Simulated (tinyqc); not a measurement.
A ladder of methods, and size consistency: correlation methods against full CI in the sto-6g basis, for H6, spin multiplicity 1. Computed by the program tinyqc with PySCF. All electrons correlated; +Q is the Davidson correction (1 - c0^2) E_corr. The last columns treat two copies 100 angstrom apart as one system. FCI is the lowest singlet.

Geometry (angstrom):

| atom | x | y | z |
|---|---|---|---|
| H | 0.0000 | 0.0000 | 0.0000 |
| H | 0.0000 | 0.0000 | 0.9810 |
| H | 0.0000 | 0.0000 | 2.0770 |
| H | 0.0000 | 0.0000 | 3.0570 |
| H | 0.0000 | 0.0000 | 4.1530 |
| H | 0.0000 | 0.0000 | 5.1340 |

RHF energy of one = -3.186825 hartree

Correlation energies (hartree):

| method | E_corr of one | share of FCI (%) | E_corr of two at 100 angstrom | two minus twice one (mhartree) |
|---|---|---|---|---|
| MP2 | -0.060512 | 62.4146 | -0.121024 | 0.0000 |
| CISD | -0.092513 | 95.4210 | -0.172845 | 12.1806 |
| CISD+Q | -0.099536 | 102.6649 | -0.194083 | 4.9887 |
| CCSD | -0.096599 | 99.6358 | -0.193198 | 0.0000 |
| CCSD(T) | -0.096908 | 99.9544 | -0.193816 | 0.0000 |
| FCI | -0.096952 | 100.0000 | - | - |

What does the comparison show, and why?

MP2 recovers 62 %, CISD 95.4 % and CCSD 99.6 % of the FCI value (c0^2 = 0.924 in CISD). MP2 and coupled cluster are size consistent, so their last column vanishes; CISD loses 12.18 mhartree, since a double excitation on each copy is a quadruple of the pair, and the Davidson correction leaves +4.99.
